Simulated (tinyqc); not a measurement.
Trading HF for NH4F at fixed fluoride: speciation in dilute and buffered hydrofluoric acid, oxide etch rate and bath loading. Computed by tinyqc, a small Python program. Command: `OMP_NUM_THREADS=1 python tinyqc.py 3120067 3120068 out.jsonl hfetch walk`. One thread of a shared host (Intel(R) Xeon(R) Processor @ 2.30GHz), about 0.01 s of CPU time with the checks.

Concentrations stand for activities, NH4+ and Cl- are spectators, and water ionisation is neglected. H, F and HF2 denote the ions H+, F- and HF2-. The base temperature is 298 K.

Inputs (values chosen for the exercise, of the order of those for thermal oxide at room temperature):

| quantity | value | unit |
|---|---|---|
| HF added | 0.039 | mol/L |
| NH4F added | 0 | mol/L |
| K1 = [H][F]/[HF] | 0.000654 | mol/L |
| K2 = [HF2]/([HF][F]) | 4.2 | L/mol |
| K3 = [H2F2]/[HF]^2 | 2.98 | L/mol |
| rate constant of neutral HF k_a | 16 | nm L/(min mol) |
| rate constant of HF2 k_b | 50 | nm L/(min mol) |

Method:
- Fluoride balance: [HF] + [F] + 2 [HF2] + 2 [H2F2] = HF added + NH4F added. Acid balance: [H] + [HF] + [HF2] + 2 [H2F2] = HF added + HCl added. For a trial [H], [HF] = [H][F]/K1, and the fluoride balance is a quadratic in [F].
- Rate = k_a ([HF] + 2 [H2F2]) + k_b [HF2], an empirical two-term form.
- Total fluoride is held at HF + NH4F added, without HCl; x is the share added as HF.

Against x:

| x | pH | [F] (mol/L) | [HF] (mol/L) | [HF2] (mol/L) | rate (nm/min) |
|---|---|---|---|---|---|
| 0.05 | 4.5332 | 0.036824 | 0.001649 | 0.0002551 | 0.03940 |
| 0.15 | 4.0043 | 0.032574 | 0.004931 | 0.0006747 | 0.11495 |
| 0.30 | 3.6158 | 0.026454 | 0.009797 | 0.0010885 | 0.22033 |
| 0.40 | 3.4240 | 0.022547 | 0.012988 | 0.0012299 | 0.28539 |
| 0.50 | 3.2510 | 0.018789 | 0.016119 | 0.0012720 | 0.34627 |
| 0.60 | 3.0838 | 0.015201 | 0.019163 | 0.0012235 | 0.40281 |
| 0.75 | 2.8243 | 0.010240 | 0.023462 | 0.0010090 | 0.47833 |
| 0.90 | 2.5371 | 0.006108 | 0.027118 | 0.0006957 | 0.53879 |
| 1.00 | 2.3368 | 0.004106 | 0.028914 | 0.0004987 | 0.56727 |

What follows from these numbers?

[HF2] is largest at x = 0.5 and the rate at x = 1 among these rows; HF2 needs both HF and F.

Extremes, crossings and ranges named in words are read from the listed rows.
